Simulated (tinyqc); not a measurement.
Nanowire ballistic transistor, top-of-the-barrier model: effect of the drain control CD/CS.

At the top of the source barrier, states moving towards the drain are filled by the source (Fermi level 0) and states moving back by the drain (Fermi level -q Vd); nothing scatters. U is the shift of the band edge there, set by the capacitances CG, CD and CS (the total) and by the charge. Parabolic one-dimensional subband; the source is grounded.

N0 = gv sqrt(2 m kB T/pi)/hbar, CG = 2 pi eps0 eox/ln(1 + 2 tox/d), CS = CG/aG, n0 = n at U = 0 and Vd = 0. eta1 = -(E0 + U)/Vt, eta2 = eta1 - Vd/Vt, n = (N0/2)[F_(-1/2)(eta1) + F_(-1/2)(eta2)], F_(-1/2)(x) = (1/sqrt(pi)) int_0^infinity u^(-1/2)/(1 + exp(u - x)) du. U = UL + q (n - n0)/CS with UL = -(aG Vg + aD Vd), energies in eV. I = gv (2 q^2/h) Vt [ln(1 + exp eta1) - ln(1 + exp eta2)]. CQ = (q/Vt) dn/d(eta1). E0 is held fixed.

Parameters, values chosen for the exercise; mass and valleys close to those of gallium nitride: temperature T = 300 K; effective mass m = 0.203 m0; valley degeneracy gv = 1; relative permittivity of the gate insulator eox = 22; insulator thickness tox = 2 nm; wire diameter d = 2 nm; gate control CG/CS aG = 0.78; band edge at the barrier top above the source Fermi level at zero bias E0 = 0.25 eV; gate voltage Vg = 0.8 V; drain voltage Vd = 0.8 V.

Constants: q = 1.602176634e-19 C, kB = 1.380649e-23 J/K, hbar = 1.054571817e-34 J s, h = 6.62607015e-34 J s, m0 = 9.1093837015e-31 kg, Vt = kB T/q, eps0 = 8.8541878128e-14 F/cm where lengths are in cm. Results are converted to the units shown.

Result of one run:
```
eta1    n (cm^-1)  I (uA)  mean velocity I/(q n) (cm/s)     CQ/CS
12.649   4.1904e6  25.336                      3.7737e7  0.072666
```

Which drain control CD/CS aD gave this result: 0, 0.02, 0.08, 0.12 or 0.14?

aD = 0.

The whole series:
```
aD      eta1  n (cm^-1)  I (uA)  mean velocity I/(q n) (cm/s)     CQ/CS
0     12.649   4.1904e6  25.336                      3.7737e7  0.072666
0.02  13.226   4.2860e6  26.493                      3.8580e7  0.071008
0.04  13.804   4.3796e6  27.651                      3.9406e7  0.069459
0.06  14.384   4.4713e6  28.811                      4.0217e7  0.068007
0.08  14.963   4.5613e6  29.972                      4.1013e7  0.066643
0.1   15.544   4.6496e6  31.135                      4.1796e7  0.065357
0.12  16.125   4.7363e6  32.300                      4.2565e7  0.064143
0.14  16.707   4.8215e6  33.465                      4.3321e7  0.062994
```

As aD goes from 0 to 0.14, n rises from 4.19e6 to 4.82e6 cm^-1, the mean velocity rises from 3.77e7 to 4.33e7 cm/s and the current rises from 25.3 to 33.5 uA. CQ/CS goes from 0.073 to 0.063.

Computed by the program tinyqc: `OMP_NUM_THREADS=1 python tinyqc.py 2400118 2400119 out.jsonl`, one thread of a shared Intel Xeon 2.30GHz, about 0.05 s for the whole run.
